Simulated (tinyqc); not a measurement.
From peak temperature T_p back to trap depth E_t below the band: admittance spectroscopy and thermally stimulated current of one trap level in a depletion layer. Computed by tinyqc, a small Python program. Command: `OMP_NUM_THREADS=1 python tinyqc.py 3112629 3112630 out.jsonl admit inv`. One thread of a shared host (Intel(R) Xeon(R) Processor @ 2.30GHz), about 0.01 s of CPU time with the checks.

A Schottky junction on n-type material holds one donor-like electron trap; shallow donors are fully ionised and abrupt depletion edges are assumed.

Inputs (values chosen for the exercise, modelled on n-type GaN): density-of-states mass m = 0.207 m_0; shallow doping N = 2.5e+16 1/cm^3; capture cross section sigma = 5.1e-15 cm^2; test frequency f = 10000 Hz.

Constants: k_B = 1.380649e-23 J/K; m_0 = 9.1093837015e-31 kg; h = 6.62607015e-34 J s; k_B = 8.617333262e-05 eV/K.

Method:
- N_c = 2 (2 pi m k_B T/h^2)^(3/2), v_th = sqrt(3 k_B T/m), emission rate e_n = sigma v_th N_c exp(-E_t/(k_B T)).
- Where the level crosses the Fermi level capture equals emission, so the trap follows the signal with the rate 2 e_n; G/omega peaks at omega = 2 e_n (the correction for large N_t/N is left out).
- Solve 2 e_n(T_p) = 2 pi f.

Question. A run gave the result below. Find the trap depth E_t below the band, known to lie between 0.25 and 0.4 eV.

peak temperature T_p = 206.1958 K

Answer.

Each step takes the trial c = (a f_b - b f_a)/(f_b - f_a), f being the result less the target and a, b, c the logarithms of the listed values; c replaces end b, the old b replaces a if the sign of f changed, and otherwise f_a is halved.

Scan of the range:
```
trap depth E_t below the band (eV)  peak temperature T_p (K)
0.250                                                190.881
0.270                                                204.322
0.292                                                218.991
0.316                                                234.865
0.342                                                251.927
0.370                                                270.156
0.400                                                289.537
```

False position (Illinois rule, in the logarithm of the input) inside the bracket:
```
step     end a     end b     trial  peak temperature T_p (K)
1     0.270000  0.292000  0.272715                   206.139
2     0.292000  0.272715  0.272797                   206.194
3     0.292000  0.272797  0.272802                   206.197
4     0.272797  0.272802  0.272800                   206.196
```

Peak temperature T_p rises at every point of a 13-point scan of the range (every second point is shown), so one value fits; it is bracketed by 0.270 and 0.292. Answer: trap depth E_t below the band = 0.2728 eV.
